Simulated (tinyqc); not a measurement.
Inside a calculation: static screening by free carriers. Values are carried at full precision from step to step, so a last printed digit may differ when a step is redone from the rounded ones.

kF = (3 pi^2 n/Mv)^(1/3), EF = c kF^2/m with c = hbar^2/2m0, n in 1/angstrom^3 (1e-24 per 1/cm^3), e2 = e^2/(4 pi eps0). Thomas-Fermi: qTF^2 = 6 pi e2 n/(eps EF). Debye: qD^2 = 4 pi e2 n/(eps kB T).

Constants: hbar^2/2m0 = 3.80998211 eV angstrom^2; e^2/(4 pi eps0) = 14.39964547 eV angstrom; kB = 8.617333262e-05 eV/K; a0 (Bohr radius) = 0.5291772105 angstrom.

Parameters, chosen for this exercise (a free-electron density near that of Ag; the results hold for these values, not for the real material): n = 5.79e+22 1/cm^3 (carrier density); m = 1 m0 (mass of one isotropic valley); Mv = 1 (valleys); eps = 1 (background dielectric constant); T = 300 K; q = 3.3 1/angstrom (wave vector).

## Fermi and screening wave vectors

Also the effective Bohr radius aB = a0 eps/m and rs = (3/(4 pi n))^(1/3)/aB.

kF = 1.1968 1/angstrom
EF at 0 K = 5457 meV
EF/kT = 211
qTF = 1.6970 1/angstrom
qD = 20.131 1/angstrom
aB = 0.5292 angstrom
rs = 3.03

The gas is degenerate, so the Thomas-Fermi value applies. With rs above 1 exchange and correlation, left out here, are not small.

## Lindhard function at one q

Lindhard at zero temperature: eps(q)/eps = 1 + (qTF/q)^2 L(x), x = q/(2 kF), L(x) = 1/2 + ((1 - x^2)/(4x)) ln|(1 + x)/(1 - x)|.

Compare with Thomas-Fermi, 1 + (qTF/q)^2.

x = 1.3786
L(x) = 0.1999
eps(q)/eps, Lindhard = 1.053
eps(q)/eps, Thomas-Fermi = 1.264

The carriers respond with 20 % of their long-wave strength at this q, beyond 2 kF, where no pair of states on the Fermi surface is joined by q.

## Checks

- L(x) at x = 0.7 against the integral over the Fermi sphere: both 0.81595.

tinyqc: `OMP_NUM_THREADS=1 python tinyqc.py 1650301 1650302 out.jsonl`; about 0.01 s, one thread, shared Intel(R) Xeon(R) Processor @ 2.30GHz.
